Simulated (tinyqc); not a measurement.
MOS structure on a p-type body with a doping step (retrograde), non-linear Poisson equation by Newton steps: one step of the calculation.

One dimension, insulator interface at x = 0, acceptor density N1 for x < x1 and Na beyond, net doping C = -(acceptor density). psi is counted from the intrinsic level: n = ni exp((psi - Vb)/Vt), p = ni exp(-psi/Vt); deep in the body psi_b = -Vt ln(Na/ni). The gate acts through Cox = eps0 eox/tox and has the potential psi_G = Vg - (phiM - chi - Vt ln(Nc/ni)). Boltzmann statistics, full ionisation, classical densities, no oxide or interface charge.

Question. Newton step. Solve the tridiagonal system a_(i-1) d_(i-1) + b_i d_i + a_i d_(i+1) = -F_i for nodes 0 to 11, with d = 0 on fixed nodes. Each component d is damped to sign(d) Vt ln(1 + |d|/Vt) before it is added.

Values chosen for this exercise: temperature T = 300 K.

Constants: q = 1.602176634e-19 C, kB = 1.380649e-23 J/K, Vt = kB T/q. Results are converted to the units shown.

```
interval,coupling a_i (F/cm^2)
0,3.4826472e-5
1,1.7768608e-5
2,9.0693938e-6
3,4.6435296e-6
4,2.3637877e-6
5,1.2022948e-6
6,6.1822140e-7
7,3.1469704e-7
8,1.5951056e-7
9,8.2267257e-8
10,4.1959605e-8
11,2.1365934e-8
```

```
node,diagonal b (F/cm^2),residual F (C/cm^2)
0,-3.5466727e-5,-7.1493886e-9
1,-5.2597388e-5,-7.6729246e-11
2,-2.6842454e-5,-1.4854912e-10
3,-1.3721368e-5,-2.8370515e-10
4,-7.0229192e-6,-5.3157750e-10
5,-3.5933740e-6,-9.5759596e-10
6,-1.8628770e-6,-1.5871086e-9
7,-9.8602723e-7,-2.3361973e-9
8,-5.1779763e-7,-3.0245076e-9
9,-2.5688876e-7,-1.2573199e-8
10,-1.2526307e-7,-2.3822315e-8
11,-6.3332928e-8,-4.6705008e-8
```

```
node,psi at the start (V)
0,0.34108765
1,0.34088312
2,0.34048222
3,0.33969680
4,0.33816277
5,0.33514926
6,0.32922450
7,0.31770224
8,0.29506680
9,0.25040953
10,0.16382215
11,-0.00594367
12,-0.33933918
```

Wanted: Newton step d, before damping; psi after iteration 1.

Answer.

```
node,"Newton step d, before damping (V)"
0,-0.0516
1,-0.0524
2,-0.0538
3,-0.0567
4,-0.0623
5,-0.0736
6,-0.0967
7,-0.1456
8,-0.2588
9,-0.5339
10,-1.0126
11,-1.4083
```

```
node,psi after iteration 1 (V)
0,0.31271
1,0.31226
2,0.31138
3,0.30968
4,0.30644
5,0.30031
6,0.28900
7,0.26879
8,0.23305
9,0.17091
10,0.06835
11,-0.10976
12,-0.33934
```

Program tinyqc, `OMP_NUM_THREADS=1 python tinyqc.py 2080078 2080079 out.jsonl`; Intel Xeon 2.30GHz, shared host, one thread, about 0.3 s.
